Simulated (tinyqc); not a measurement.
Equation-of-state fits to an energy-volume table made by a known binding curve. Changing the shift of the window centre s. Computed by tinyqc, a small Python program. Command: `OMP_NUM_THREADS=1 python tinyqc.py 3003201 3003202 out.jsonl eosfit sweep`. One thread of a shared host (Intel(R) Xeon(R) Processor @ 2.30GHz), about 0.03 s of CPU time with the checks.

With x = (V/V_0)^(1/3), the energy per atom is E = -D [1 + eta (x - 1)] exp(-eta (x - 1)), so that B0 = D eta^2/(9 V_0) and B' = 1 + 2 eta/3. B' = dB/dP at P = 0.

Inputs (values chosen for the exercise, for a model crystal):
```
quantity                                 value             unit
cohesive energy D                         5.61          eV/atom
true volume V_0                           30.1  angstrom^3/atom
stiffness eta                             4.78                -
half-width of the volume window w         0.06                -
points N                                     7                -
compression V/V_0 for the pressure test   0.85                -
noise amplitude                          0.095              meV
```

Binding curve: universal binding. Noise: added.

numbers xi_j, drawn evenly from -1 to 1: 0.1330  -0.4822  0.5719  0.9933  0.2981  0.6579  0.9277  -0.0349  -0.7744  -0.8369  0.8202  -0.9900  0.8584  0.0311  -0.3410  0.9984  -0.0363  0.8284  -0.0795  0.3817  0.2799

Constants: 1 eV/angstrom^3 = 160.2176634 GPa.

Method:
- B0 and B' from the formulas above; P = -dE/dV at V = c V_0 (c the compression chosen), from the curve itself.
- Table: V_j = V_0 [1 + s + w (2 j/(N - 1) - 1)], j = 0..N-1, rounded to 0.001; E_j from the curve plus the noise amplitude times the listed numbers xi_j (xi_0 first), rounded to 1e-7 eV.
- Third-order Birch-Murnaghan is a cubic in u = V^(-2/3): fit it by linear least squares, find the minimum, and take B0 = V E''(V), B' = -1 - V E'''/E'' there.
- Errors are fitted minus exact, relative; the pressure at c V_0 uses P = (3 B0/2) (x^7 - x^5) [1 + (3/4)(B' - 4)(x^2 - 1)], x = (V0/V)^(1/3) with the fitted values.

One run for each value:
```
shift of the window centre s  error of B0 (%)  error of B' (%)  error of that pressure (%)
-0.054                                 0.0581           -1.837                       0.189
-0.036                                -0.0597           -1.034                       0.355
-0.018                                -0.1090           -0.212                       0.582
0.000                                 -0.0917            0.626                       0.878
0.018                                 -0.0091            1.480                       1.253
0.036                                  0.1341            2.333                       1.707
0.054                                  0.3366            3.203                       2.254
```

Over the rows, error of B0 (%) goes from 0.0581 through a minimum among these rows, -0.109 at -0.0180, to 0.337; error of B' (%) rises from -1.84 to 3.20; error of that pressure (%) rises from 0.189 to 2.25. Shifting the window moves the minimum away from its centre, which changes how the neglected higher-order terms enter the fitted values.

Extremes, crossings and ranges named in words are read from the listed rows.
